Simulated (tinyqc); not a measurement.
# From electron level before the anneal back to conduction offset V_c

Model: interdiffusion of a quantum well during annealing: blurred potential and shift of the confined levels. Computed by tinyqc, a small Python program. Command: `OMP_NUM_THREADS=1 python tinyqc.py 3007662 3007663 out.jsonl qwi inv`. One thread of a shared host (Intel(R) Xeon(R) Processor @ 2.30GHz), about 0.01 s of CPU time with the checks.

A square well of width w is blurred by Fick diffusion with a constant coefficient; band offsets are linear in composition, masses are uniform, and strain and excitons are ignored.

Inputs (values chosen for the exercise, modelled on GaAs in AlGaAs):
```
quantity            value  unit
well width w            4    nm
electron mass m_e   0.065   m_0
hole mass m_h       0.391   m_0
valence offset V_v   0.16    eV
```

Constants: hbar^2/(2 m_0) = 3.80998212 eV angstrom^2.

Method. Square well, ground state: take the lowest root of k tan(k w/2) = kappa, k^2 = E/c, kappa^2 = (V - E)/c, c = hbar^2/(2m) with hbar^2/(2 m_0) in eV angstrom^2.

Problem. A run gave the result below. Find the conduction offset V_c, known to lie between 0.13 and 0.33 eV.

electron level before the anneal = 104.3358 meV

Solution.

Each step takes the trial c = (a f_b - b f_a)/(f_b - f_a), f being the result less the target and a, b, c the logarithms of the listed values; c replaces end b, the old b replaces a if the sign of f changed, and otherwise f_a is halved.

Scan of the range:
```
conduction offset V_c (eV)  electron level before the anneal (meV)
0.130                                                       74.423
0.152                                                       81.806
0.177                                                       89.324
0.207                                                       97.357
0.242                                                      105.637
0.283                                                      114.157
0.330                                                      122.696
```

False position (Illinois rule, in the logarithm of the input) inside the bracket:
```
step     end a     end b     trial  electron level before the anneal (meV)
1     0.207000  0.242000  0.236130                                 104.320
2     0.242000  0.236130  0.236200                                 104.336
3     0.242000  0.236200  0.236200                                 104.336
4     0.236200  0.236200  0.236200                                 104.336
```

Electron level before the anneal rises at every point of a 13-point scan of the range (every second point is shown), so one value fits; it is bracketed by 0.207 and 0.242. Answer: conduction offset V_c = 0.2362 eV.

Caution: the well mass is used in the barriers too; a heavier barrier mass would lower these levels.
